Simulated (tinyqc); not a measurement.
Hopping conduction between localised states. Changing the density of states g_0. Computed by tinyqc, a small Python program. Command: `OMP_NUM_THREADS=1 python tinyqc.py 3022706 3022707 out.jsonl hop sweep`. One thread of a shared host (Intel(R) Xeon(R) Processor @ 2.30GHz), about 0.01 s of CPU time with the checks.

Energies are counted from the Fermi level. A small network shows the mechanism; the laws of an infinite system follow.

Inputs (values chosen for the exercise, for a model defective oxide):
```
quantity                                  value  unit
localisation length xi                     0.57    nm
permittivity eps                            9.3     -
activation energy E_a to extended states  0.078    eV
prefactor of activated conduction           120  S/cm
prefactor of hopping                      0.047  S/cm
temperature T                                22     K
```

Dimension: 3D.

Constants: k_B = 8.617333262e-05 eV/K; e^2/(4 pi eps_0) = 14.39964548 eV angstrom.

Method. Mott: T_M = 21.2/(k_B g_0 xi^3), exponent (T_M/T)^(1/4), mean hop r = (3/8) xi times the exponent. Efros-Shklovskii: T_ES = 2.8 e^2/(4 pi eps eps_0 k_B xi), exponent (T_ES/T)^(1/2). Coulomb gap width g_0^(1/2) (e^2/(4 pi eps eps_0))^(3/2). The numerical coefficients come from percolation theory and are given. sigma = s_1 exp(-E_a/k_B T) + s_2 exp(-larger of the two exponents); reduced activation energy w = d ln(sigma)/d ln(T) by a central difference of +/- 1 %.

One run for each value:
```
density of states g_0 (1/(eV cm^3))  hopping part (S/cm)  Mott exponent  Efros-Shklovskii exponent  Coulomb gap (meV)
2.00e+19                                       3.706e-20          41.68                      20.03                8.6
5.30e+19                                       3.043e-16          32.67                      20.03               14.0
1.40e+20                                       3.487e-13          25.63                      20.03               22.8
3.70e+20                                       8.773e-11          20.10                      20.03               37.1
9.80e+20                                       9.402e-11          15.76                      20.03               60.3
2.60e+21                                       9.402e-11          12.34                      20.03               98.2
6.80e+21                                       9.402e-11           9.71                      20.03              158.9
1.80e+22                                       9.402e-11           7.61                      20.03              258.5
```

What does the table show, and why?

Over the rows, hopping part (S/cm) rises from 3.71e-20 to 9.40e-11, flat over part of the range; Mott exponent falls from 41.7 to 7.61 (exponent d ln y / d ln x about -0.25 throughout); Efros-Shklovskii exponent does not change. The limiting law is Mott from 2.00e19 to 3.70e20, Efros-Shklovskii from 9.80e20 to 1.80e22. T_ES does not depend on g_0, since the states inside the Coulomb gap are fixed by the interaction alone.
